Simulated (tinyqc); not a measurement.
# Changing the film thickness h

Model: thermal stress, cracking, delamination and buckling of a thin film; Griffith cracks and misfitting inclusions. Computed by tinyqc, a small Python program. Command: `OMP_NUM_THREADS=1 python tinyqc.py 3017012 3017013 out.jsonl filmcrack sweep`. One thread of a shared host (Intel(R) Xeon(R) Processor @ 2.30GHz), about 0.01 s of CPU time with the checks.

Isotropic linear elasticity; the substrate is much thicker than the film; stress is positive in tension.

Inputs (values chosen for the exercise, for a model film): film Young's modulus E = 78.2 GPa; film Poisson ratio nu = 0.33; film expansion alpha_f = 14.2 1e-6/K; substrate expansion alpha_s = 3.2 1e-6/K; deposition temperature T_d = 425 K; final temperature T = 300 K; intrinsic stress = 350 MPa; film toughness Gamma_f = 3.96 J/m^2; interface toughness Gamma_i = 2.4 J/m^2; substrate Young's modulus E_s = 152 GPa; substrate Poisson ratio nu_s = 0.23.

Method:
- Thermal strain = (alpha_f - alpha_s)(T_d - T); stress = E/(1 - nu) x strain + intrinsic stress; plane-strain modulus Ebar = E/(1 - nu^2); G0 = stress^2 h/(2 Ebar) is the energy freed per area when a long strip loses its stress across its width.
- Dundurs alpha = (Ebar - Ebar_s)/(Ebar + Ebar_s), with Ebar_s = E_s/(1 - nu_s^2). The channel-crack factor is taken as g = 1.258 (1 - alpha)^(-0.7), a rough interpolation chosen for the exercise (1.258 is the value for matched materials).
- Channel crack through the film: G = pi g G0, critical thickness where G = Gamma_f. Steady delamination from an edge: G = G0, critical thickness where G = Gamma_i.

One run for each value:
```
film thickness h (micrometre)  G0 (J/m^2)  driving force for channelling (J/m^2)
0.03                           4.4543e-02                             1.4706e-01
0.062                          9.2055e-02                             3.0392e-01
0.13                           1.9302e-01                             6.3726e-01
0.26                           3.8604e-01                             1.2745e+00
0.55                           8.1662e-01                             2.6961e+00
1.1                            1.6332e+00                             5.3922e+00
2.3                            3.4149e+00                             1.1275e+01
4.8                            7.1268e+00                             2.3529e+01
10                             1.4848e+01                             4.9020e+01
```

What does the table show, and why?

Over the rows, G0 (J/m^2) rises from 0.0445 to 14.8 (exponent d ln y / d ln x about 1.00 throughout); driving force for channelling (J/m^2) rises from 0.147 to 49.0 (exponent d ln y / d ln x about 1.0 throughout). The exponent of G0 stays at 1: stored energy per area. Rows above the film toughness of 3.96 J/m^2 crack: 4 of 9.

Caution (all rows): at a stress above 0.4 % of E a ductile film would yield, and the elastic value is then an upper bound; a brittle film in tension cracks instead.

Extremes, crossings and ranges named in words are read from the listed rows.
